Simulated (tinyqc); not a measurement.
# Deep-level transient spectroscopy (DLTS) of one majority-carrier trap, step by step

A worked calculation. Computed by tinyqc, a small Python program that keeps every step. Command: `OMP_NUM_THREADS=1 python tinyqc.py 3029409 3029410 out.jsonl dlts walk`. One thread of a shared host (Intel(R) Xeon(R) Processor @ 2.30GHz), about 0.05 s of CPU time with the checks. Intermediate numbers are printed to about 6 digits and carried at full precision; extremes and crossings named in words are read from the listed rows.

A filling pulse loads the traps in a one-sided junction; under reverse bias they empty at the rate e, and the capacitance relaxes as C(t) = C_0 - dC exp(-e t). The signal is S = [C(t_2) - C(t_1)]/dC.

Inputs (values chosen for the exercise, with mass and screening modelled on ZnSe): density-of-states mass m = 0.145 m_0; valleys M = 1; trap depth E_t = 0.817 eV; cross-section sigma_0 = 2.4e-16 cm^2; degeneracy ratio g = 0.5; gate time t_1 = 0.002 s; ratio t_2/t_1 = 5; temperature T = 518 K; doping N = 9.3e+15 cm^-3; trap density N_t = 3e+14 cm^-3; dielectric constant eps = 9.03; built-in voltage V_b = 1.4 V; reverse bias V_r = 9.8 V; diode area = 0.00055 cm^2.

Carriers: electrons. Extra term: none.

Constants: k_B = 8.617333262e-05 eV/K; k_B = 1.380649e-23 J/K; m_0 = 9.1093837015e-31 kg; h = 6.62607015e-34 J s; eps_0 = 8.8541878128e-12 F/m; e = 1.602176634e-19 C.

## Emission rate at T

e = g sigma v N_b exp(-E/k_B T), v = sqrt(3 k_B T/m), N_b = 2 M (2 pi m k_B T/h^2)^(3/2), sigma = sigma_0, E = E_t.

thermal velocity v = 4.03031e+07 cm/s

N_b = 3.14367e+18 cm^-3

sigma = 2.40e-16 cm^2

E = 0.817 eV

emission rate e = 171.048 1/s

## Rate window and signal

S(e) = exp(-e t_1) - exp(-e t_2) peaks at the rate window e_0 = ln(t_2/t_1)/(t_2 - t_1).

rate window e_0 = 201.180 1/s

peak height S_max = 0.534992

signal at T = 0.529501

At this T the trap empties slower than the window, by a factor 1.18: the point lies on the low-temperature side of the peak.

## Peak temperature and width

T_p solves e(T) = e_0 (bisection between 15 and 1500 K); the half-height points solve S = S_max/2 on either side.

peak temperature T_p = 522.171 K

lower half-height point = 484.962 K

upper half-height point = 554.625 K

full width = 69.6636 K

The width is 13.3 % of T_p, and E_t is 18.2 k_B T_p.

## Peaks for six windows

t_1 is scaled by 0.1, 0.3, 1, 3, 10 and 30 at fixed t_2/t_1; each T_p by bisection.

Arrhenius data:
```
t_1 (s)  e_0 (1/s)  T_p (K)  1/(k_B T_p) (1/eV)  ln(e_0/T_p^2)
0.0002     2011.80  589.054             19.7003        -5.1503
0.0006      670.60  555.234             20.9002        -6.1306
0.0020      201.18  522.171             22.2236        -7.2118
0.0060       67.06  495.115             23.4380        -8.2040
0.0200       20.12  468.381             24.7758        -9.2970
0.0600        6.71  446.290             26.0022       -10.2989
```

## Arrhenius fit

Least squares of ln(e_0/T_p^2) on 1/(k_B T_p): slope -E_a, intercept ln(gamma sigma_a) with gamma = v N_b/T^2 = sqrt(3 k_B/m) 2 M (2 pi m k_B/h^2)^(3/2). For comparison, the slope of ln e_0 alone.

apparent depth E_a = 0.817000 eV

intercept = 10.9449

gamma = 4.72189e+20 cm^-2 s^-1 K^-2

apparent cross-section = 1.20000e-16 cm^2

slope without T^2 = 0.904978 eV

The apparent depth is 0.8170 eV against E_t = 0.817 eV, and the apparent cross-section is 0.500 times sigma_0: only the degeneracy ratio enters. Leaving out the T^2 factor overstates the slope by 88 meV, about 2 k_B T_p.

## Signal size and trap density

W = sqrt(2 eps eps_0 (V_b + V_r)/(e N)), C_0 = eps eps_0 area/W. The pulse goes to zero bias, W_0 = W(V_r = 0). Traps within lambda = sqrt(2 eps eps_0 (E_t - E_F)/(e^2 N)) of the depletion edge stay filled, with E_F = k_B T_p ln(N_b/N) from the band, N_b = 2 M (2 pi m k_B T_p/h^2)^(3/2) (dopants taken as fully ionised). dC = C_0 (N_t/2N) f, f = [(W - lambda)^2 - max(W_0 - lambda, 0)^2]/W^2. The simple estimate is 2 N dC/C_0.

depletion width W = 1.09634 micrometre

C_0 = 4.01101 pF

lambda = 0.243928 micrometre

f = 0.587341

transient amplitude dC = 37.9972 fF

simple estimate of N_t = 1.76202e+14 cm^-3

The simple estimate finds 59 % of the traps.

Checks made by the program: the maximum of S(T) on a fine grid against T_p (relative difference below 1e-10).
